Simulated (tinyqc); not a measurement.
From results back to parameters: linear model of a band gap against the share of exact exchange. Two cases, with inputs chosen for the exercise.

Problem. Gap and optical dielectric constant were computed at two shares alpha. They follow E = E0 + S alpha and eps = 1 + (e0 - 1)(EP/(EP + S alpha))^2.

Case 1.

Values chosen (out of a larger set: of the order of those of GaP; not measured data): al12 = (0.2, 0.4) (two shares of exact exchange).

gaps (eV): 2.74200  3.83400

eps: 8.331604  7.132578

Case 2.

Values chosen (out of a larger set: of the order of those of GaAs; not measured data): al12 = (0.2, 0.25) (two shares of exact exchange).

gaps (eV): 1.71000  2.01000

eps: 9.885284  9.453676

Find: S; E0; EP; e0.

Solution. The two gaps give S and E0. With q = sqrt((eps1 - 1)/(eps2 - 1)) = (EP + S alpha2)/(EP + S alpha1), EP = S (alpha2 - q alpha1)/(q - 1); e0 follows from either eps.

Case 1.

S = 5.46 eV
E0 = 1.65 eV
EP = 10.6 eV
e0 = 9.92

Case 2.

S = 6.00 eV
E0 = 0.51 eV
EP = 10.7 eV
e0 = 11.99

Computed by tinyqc, one run a case: `OMP_NUM_THREADS=1 python tinyqc.py N N+1 out.jsonl` with N = 1881191, 1881194; one thread of a shared Intel(R) Xeon(R) Processor @ 2.30GHz, about 0.01 s a run at most.
